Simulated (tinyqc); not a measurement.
# Resistance of a tapered via with liner, size effect and interface: several studies

A round via whose diameter grows from db at the bottom as D(z) = db + 2 z/tan(ang). The fill, of diameter D - 2 tl, starts above the bottom liner (thickness fb tl) and has rho = rho0 (1 + ks lam/(D - 2 tl)); the sidewall liner conducts in parallel with it. The bottom liner and the interface are crossed over the full area pi db^2/4. Spreading in the lines above and below is left out.

Inputs (values chosen for the exercise); fill metal close to ruthenium:
```
symbol,value,unit,meaning
db,19,nm,diameter at the bottom
hv,65,nm,height
ang,89,degrees,sidewall angle
rho0,7.69,uohm cm,bulk resistivity of the fill
lam,6.7,nm,mean free path of the fill
ks,1.5,,size-effect factor
tl,0.5,nm,liner on the sidewall
fb,0.5,,liner at the bottom over that on the sidewall
rl,300,uohm cm,resistivity of the liner
ri,5.3e-12,ohm cm^2,interface resistivity at the bottom
Sb,1.5e15,S/m^2,"ballistic conductance per area, about 3/(4 rho0 lam)"
rho2,6.02,uohm cm,bulk resistivity of the second fill (close to cobalt)
lam2,11.8,nm,its mean free path
tl2,1.1,nm,its liner
```

Each table varies one quantity; the others keep the values above.

## Via resistance against the diameter at the bottom

Slices between z0 = fb tl and hv, evaluated at their midpoints: conductance per length pi/4 [(D - 2 tl)^2/rho + (D^2 - (D - 2 tl)^2)/rl], slice resistance = slice height over that. 2000 slices. R_fill = sum of the slices; R_bottom = rl fb tl/(pi db^2/4); R_interface = ri/(pi db^2/4); ballistic (Sharvin) limit 1/(Sb pi (db - 2 tl)^2/4); ideal cylinder rho0 hv/(pi db^2/4).

Result of one run:
columns A: db (nm); B: R_fill (ohm); C: R_bottom (ohm); D: R_interface (ohm); E: R (ohm); F: ballistic limit (ohm); G: R over ideal cylinder; H: largest part
```
A        B        C        D       E        F       G     H
42  4.4189  0.54134  0.38255  5.3428  0.50495  1.4809  fill
```

What becomes of these results when the diameter at the bottom db is changed from 42 to 11 nm, all else the same?

Result of the changed run:
columns A: db (nm); B: R_fill (ohm); C: R_bottom (ohm); D: R_interface (ohm); E: R (ohm); F: ballistic limit (ohm); G: R over ideal cylinder; H: largest part
```
A        B       C       D       E       F       G     H
11  97.780  7.8920  5.5770  111.25  8.4883  2.1151  fill
```

The whole series:
columns A: db (nm); B: R_fill (ohm); C: R_bottom (ohm); D: R_interface (ohm); E: R (ohm); F: ballistic limit (ohm); G: R over ideal cylinder; H: largest part
```
A         B        C        D       E        F       G     H
6    457.41   26.526   18.745  502.68   33.953  2.8434  fill
8.3  197.68   13.862   9.7956  221.34   15.928  2.3959  fill
11   97.780   7.8920   5.5770  111.25   8.4883  2.1151  fill
16   39.555   3.7302   2.6360  45.921   3.7726  1.8472  fill
22   18.806   1.9730   1.3942  22.173   1.9248  1.6863  fill
30   9.3017   1.0610  0.74980  11.112   1.0093  1.5715  fill
42   4.4189  0.54134  0.38255  5.3428  0.50495  1.4809  fill
58   2.1985  0.28387  0.20060  2.6830  0.26126  1.4181  fill
80   1.1104  0.14921  0.10544  1.3650  0.13601  1.3727  fill
```

R falls from 503 to 1.37 ohm. The fill is the largest part at db = 6 and in all other rows. R goes as db^(-2.53) between the first two rows and db^(-2.10) between the last two; area alone gives -2.

## Via resistance against the sidewall angle

Same model as above.

2000 slices.

The same in every row: R_bottom (ohm) = 2.645; R_interface (ohm) = 1.869; ballistic limit (ohm) = 2.620.

Results:
```
ang (degrees)  R_fill (ohm)  R (ohm)  R over ideal cylinder  largest part
90                    30.35    34.87                  1.978          fill
89                    26.41    30.92                  1.754          fill
88                    23.35    27.87                  1.581          fill
87                    20.92    25.43                  1.443          fill
84                    15.89    20.40                  1.157          fill
82                    13.66    18.17                  1.031          fill
```

Estimate the missing row, ang = 86 degrees.

Computed row:
```
ang (degrees)  R_fill (ohm)  R (ohm)  R over ideal cylinder  largest part
86                    18.93    23.45                  1.330          fill
```

With this row back in the table: R falls from 34.9 to 18.2 ohm. The fill is the largest part at ang = 90 and in all other rows. The share of the two bottom terms goes from 12.9 to 24.8 %.

## Two fill metals against the diameter

2000 slices. R_fill = sum of the slices; R_bottom = rl fb tl/(pi db^2/4); R_interface = ri/(pi db^2/4). The second fill has rho2, lam2 and tl2 in place of rho0, lam and tl.

Two fill metals against the diameter:
```
db (nm)  R, first fill (ohm)  R, second fill (ohm)  ratio second/first
6                      502.7                 989.5               1.968
8.5                    208.7                 337.1               1.615
12                     90.32                 126.5               1.401
17                     39.91                 50.41               1.263
24                     18.24                 21.38               1.172
35                     7.929                 8.772               1.106
49                     3.839                 4.093               1.066
70                     1.805                 1.871               1.036
100                   0.8584                0.8719               1.016
```

The ratio goes from 1.97 to 1.02. The first fill gives the lower R in every row. Ratios within a few per cent of 1 are a tie, given that ballistic terms are left out.

Computed by the program tinyqc: `OMP_NUM_THREADS=1 python tinyqc.py 2750145 2750146 out.jsonl`, one thread of a shared Intel Xeon 2.30GHz, about 0.01 s for the whole run.
